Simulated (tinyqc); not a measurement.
## In-plane mass from two subband densities

Problem. At zero temperature each occupied subband holds N_k = D (EF - E_k), D = 2 md m0 q/(pi hbar^2) per eV (two valleys). Two subbands are occupied. Find md, EF - E1 and EF - E2.

Constants: q = 1.602176634e-19 C, hbar = 1.054571817e-34 J s, m0 = 9.1093837015e-31 kg. Results are converted to the units shown.

N1, N2 (cm^-2): 2.2029267e12  7.4e10
E2 - E1 = 13.7 meV

Answer. N1 - N2 = D (E2 - E1) gives D and so md; each N_k/D is a distance to EF.

md = 0.186 m0
EF - E1 = 14.2 meV
EF - E2 = 0.476 meV

Numbers from tinyqc (`OMP_NUM_THREADS=1 python tinyqc.py 2140102 2140103 out.jsonl`; about 0.2 s on one thread of a shared Intel Xeon 2.30GHz).
